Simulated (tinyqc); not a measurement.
## Doping from resistivity

Problem. A uniform, uncompensated and fully ionised sample has rho = 1/(q N mu), mu = m1 + (m2 (T/300 K)^(-bt) - m1)/(1 + (N/Nr)^am). Find N, mu and the diffusion coefficient mu Vt.

Inputs (values chosen for the exercise):
- T = 400 K (temperature)
- m1 = 70.5 cm^2/(V s) (mobility limit at high doping)
- m2 = 1370 cm^2/(V s) (mobility limit at low doping, at 300 K)
- Nr = 9.42e16 cm^-3 (reference doping of the mobility law)
- am = 0.723 (exponent of the mobility law)
- bt = 1.9 (temperature exponent of m2)

Constants: q = 1.602176634e-19 C, kB = 1.380649e-23 J/K, Vt = kB T/q. Results are converted to the units shown.

resistivity = 0.46815513 ohm cm

Solution. With am below 1 the product N mu rises steadily with N, so one doping matches; it is found by iterating N = 1/(q rho mu(N)).

N = 2.20e16 cm^-3
mu = 606 cm^2/(V s)
diffusion coefficient = 20.9 cm^2/s

Computed by the program tinyqc: `OMP_NUM_THREADS=1 python tinyqc.py 2110004 2110005 out.jsonl`, one thread of a shared Intel Xeon 2.30GHz, about 0.01 s for the whole run.
